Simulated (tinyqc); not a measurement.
Haynes-Shockley experiment: drift, diffusion and decay of a minority-carrier pulse: one step, computed by the program tinyqc. Command: `OMP_NUM_THREADS=1 python tinyqc.py 3111970 3111971 out.jsonl haynes walk`. One thread of a shared host (Intel(R) Xeon(R) Processor @ 2.30GHz), about 0.01 s of CPU time with the checks.

A thin sheet of excess carriers is made at x = 0, t = 0 in a long uniform bar; injection is low, so the pulse moves with the minority mobility.

Question. The signal at the collector. dn(x, t) = N0/sqrt(4 pi D t) exp(-(x - v t)^2/(4 D t) - t/tau). At fixed x the signal peaks where d ln(dn)/dt = 0: a t^2 + t/2 - x^2/(4 D) = 0 with a = v^2/(4 D) + 1/tau. The full width at half maximum is found by solving dn(x, t) = peak/2 on both sides of the peak.

Inputs (values chosen for the exercise, modelled on holes in n-type germanium in a lightly doped bar):

| quantity | value | unit |
|---|---|---|
| lifetime tau | 170 | microsecond |
| temperature T | 300 | K |
| distance d to the collector | 0.86 | cm |
| injected sheet density N0 | 1e+09 | 1/cm^2 |

drift velocity v = 74550 cm/s

D = 55.06476 cm^2/s

Give: time of the peak t_p; peak density; width at half maximum.

Answer.

time of the peak t_p = 11.52 microsecond

peak density = 1.046e+10 1/cm^3

width at half maximum = 1.125 microsecond
